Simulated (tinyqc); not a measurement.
# Worked calculation: valence-band offset from core levels (Kraut method), with the dipole against the affinity rule

tinyqc, about 0.01 s, one thread, Intel Xeon 2.30GHz (shared host): `OMP_NUM_THREADS=1 python tinyqc.py 2410173 2410174 out.jsonl` Printed values are rounded.

Binding energies are counted downwards from the Fermi level. dEv > 0 means that the valence edge of B lies below that of A, dEc > 0 that the conduction edge of B lies above that of A; dEc + dEv = EgB - EgA. The spectra are made-up values treated as data.

Parameters, values chosen for the exercise; gaps and affinities close to those of germanium (A) and silicon dioxide (B): gap of the substrate A EgA = 0.65 eV; gap of the overlayer B EgB = 9.08 eV; electron affinity of A chiA = 3.99 eV; electron affinity of B chiB = 0.88 eV; core level of bare A cA = 25.8 eV; core level of thick B cB = 52.01 eV; valence-band maximum of thick B vB = 2.37 eV; relative permittivity inside the dipole layer ei = 7; thickness of the dipole layer dd = 0.24 nm; core level of A under a thin film of B iA = 25.49 eV; core level of B in that thin film iB = 55.35 eV; background counts in the gap bg = 48.

Constants: q = 1.602176634e-19 C, eps0 = 8.8541878128e-14 F/cm where lengths are in cm. Results are converted to the units shown.

## Valence-band maximum of bare A

```
point	binding energy (eV)	counts on the leading edge
0	0.54	248
1	0.66	344
2	0.78	440
3	0.9	536
4	1.02	632
5	1.14	728
```

Fit a straight line to the leading edge by least squares; the maximum vA lies where it meets the background.

slope = 800 counts/eV
intercept = -184 counts
vA = 0.29 eV

## Offsets

dEv = (iB - iA) - (cB - vB) + (cA - vA), dEc = EgB - EgA - dEv.

cA - vA = 25.51 eV
cB - vB = 49.64 eV
iB - iA = 29.86 eV
dEv = 5.73 eV
dEc = 2.7 eV

The alignment is type I (straddling). Both offsets exceed 1 eV, the usual requirement for a gate dielectric. A rigid shift of all levels, by charging or doping, cancels in the differences.

## Interface dipole

The affinity rule gives dEc(0) = chiA - chiB; the dipole step is D = dEc - dEc(0), and two sheets of opposite charge dd apart hold N = eps0 ei |D|/(q dd).

dEc(0) = 3.11 eV
D = -0.41 eV
N = 6.60859e13 cm^-2
field in the dipole layer = 17.0833 MV/cm

N is 0.094 elementary charges for each of about 7e14 surface atoms per cm^2.
